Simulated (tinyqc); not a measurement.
# Admittance spectroscopy of a deep trap: admittance against temperature

Schottky contact on an n-type layer with shallow donors Nd (all ionised) and a donor-like deep trap, neutral when filled and positive when empty; depletion approximation. Traps within lam of the depletion edge stay filled. The traps at xt = W - lam, where the level crosses the Fermi level, follow a slow signal and not a fast one. w = 2 pi f.

Emission rate en = sn vth(T) Nc(T) exp(-Et/kB T) = sn g T^2 exp(-Et/kB T), g = vth Nc/(300 K)^2, as vth goes as T^0.5 and Nc as T^1.5 (degeneracy factor 1). lam = sqrt(2 eps0 eps_r (EF - ET)/(q Nd)), EF - ET = Et - (kB T/q) ln(Nc(T)/Nd), Nc(T) = Nc (T/300 K)^1.5. In the steady state at the band bending V, 2 eps0 eps_r V/q = Nd W^2 + Nt (W - lam)^2 (the second term only if W > lam). V = Vbi + Vr. C_HF = eps0 eps_r/W, C_LF = eps0 eps_r (Nd + Nt)/(Nd W + Nt xt). Inflection frequency w0 = 2 en [1 + Nt xt/(Nd W)]; C = C_HF + (C_LF - C_HF)/(1 + (w/w0)^2), G/w = (C_LF - C_HF)(w/w0)/(1 + (w/w0)^2).

Values chosen for this exercise; material values close to those of silicon: relative permittivity eps_r = 11.9; conduction-band density of states at 300 K Nc = 2.79e19 cm^-3; thermal velocity at 300 K vth = 2.4e7 cm/s; shallow donor density Nd = 8.4e14 cm^-3; built-in voltage Vbi = 0.7 V; depth of the trap below the conduction edge Et = 0.21 eV; capture cross-section sn = 8.8e-15 cm^2; trap density Nt = 1.3e14 cm^-3; reverse bias Vr = 0.4 V; signal frequency f = 490 Hz.

Constants: q = 1.602176634e-19 C, kB = 1.380649e-23 J/K, eps0 = 8.8541878128e-14 F/cm where lengths are in cm. Results are converted to the units shown.

Admittance against temperature:
```
T (K),w0/(2 pi) (Hz),C (nF/cm^2),G/w (nF/cm^2)
99,4.578,8.278,0.003939
104,16.51,8.283,0.01396
108,42.44,8.289,0.03518
113,126.2,8.316,0.09711
118,343.5,8.426,0.1855
123,864.8,8.594,0.1661
128,2032,8.665,0.08647
132,3852,8.677,0.04672
137,8146,8.680,0.02188
142,1.639e4,8.678,0.01066
147,3.152e4,8.676,0.005412
```

G/w goes from 0.00394 through a maximum of 0.186 (at T = 118 K among the rows listed) to 0.00541 nF/cm^2, where w0 passes the signal: w0/(2 pi) rises from 4.58 to 31500 Hz. C rises from 8.28 to 8.68 nF/cm^2. In 3 of the 11 rows T is below 110 K, where shallow donors begin to freeze out; the model keeps them ionised.

Numbers from tinyqc (`OMP_NUM_THREADS=1 python tinyqc.py 2050008 2050009 out.jsonl`; about 0.01 s on one thread of a shared Intel Xeon 2.30GHz).
